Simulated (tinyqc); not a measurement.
Mobility of a non-polar semiconductor in the relaxation-time approximation: one step, computed by the program tinyqc.

Each valley is treated as a sphere of mass m_d for states and rates, with one isotropic relaxation time; the conductivity mass m_c sets the current.

Problem. Rates at a few energies. Parabolic band: E = hbar^2 k^2/(2 m), speed v = hbar k/m, states per spin, volume and energy g(E) = m k/(2 pi^2 hbar^2). Here m = m_d. Masses are multiplied by m_0 and all formulas are in SI units. Phonon occupation N_q = 1/(exp(hbar w/(k_B T)) - 1). Acoustic deformation potential (elastic, equipartition, absorption and emission together): 1/tau = 2 pi k_B T D_A^2 g(E)/(hbar rho v_l^2). Optical or intervalley deformation potential: 1/tau = (pi Z_f D_o^2/(rho w)) [N_q g(E + hbar w) + (N_q + 1) g(E - hbar w)], with g = 0 below the band edge. Each optical term is multiplied by (1 - f(E'))/(1 - f(E)), E' the final energy, for Pauli blocking. Singly charged impurities, momentum relaxation: 1/tau = N_I e^4 m (1 + 2 alpha E) Phi/(8 pi (eps_s eps_0)^2 hbar^3 k^3), with alpha = 0 for a parabolic band. Conwell-Weisskopf: Phi = ln(1 + y^2), y = 4 pi eps_s eps_0 E N_I^(-1/3)/e^2 (largest impact parameter N_I^(-1/3)/2).

Inputs (values chosen for the exercise, for a model non-polar semiconductor):
```
quantity                                          value       unit
static permittivity eps_s                          6.97          -
density rho                                        5740     kg/m^3
sound velocity v_l                                 9970        m/s
acoustic deformation potential D_A                  5.8         eV
phonon energy hbar w                                 74        meV
optical or intervalley deformation potential D_o    3.6  1e8 eV/cm
final valleys Z_f                                     3          -
temperature T                                       300          K
```

Band: parabolic. Impurity formula: Conwell-Weisskopf. Further scattering: none.

reduced Fermi level eta = -2.595528

density-of-states mass m_d = 0.1674211 m_0

ionised impurity density N_I = 5.00e+17 1/cm^3

Constants: k_B = 8.617333262e-05 eV/K; k_B = 1.380649e-23 J/K; e = 1.602176634e-19 C; hbar = 1.054571817e-34 J s; m_0 = 9.1093837015e-31 kg; hbar = 6.582119569e-16 eV s; eps_0 = 8.8541878128e-12 F/m.

Give: Rates (1e12/s) at E = (max(eta, 0) + 0.5, 1, 2, 4) k_B T.

Solution.

Rates (1e12/s) at E = (max(eta, 0) + 0.5, 1, 2, 4) k_B T:
```
E (meV)  acoustic  optical  ionised impurity
12.9       0.0618   0.0132             15.98
25.9       0.0875   0.0139             14.60
51.7       0.1237   0.0153              9.89
103.4      0.1749   0.1439              5.42
```
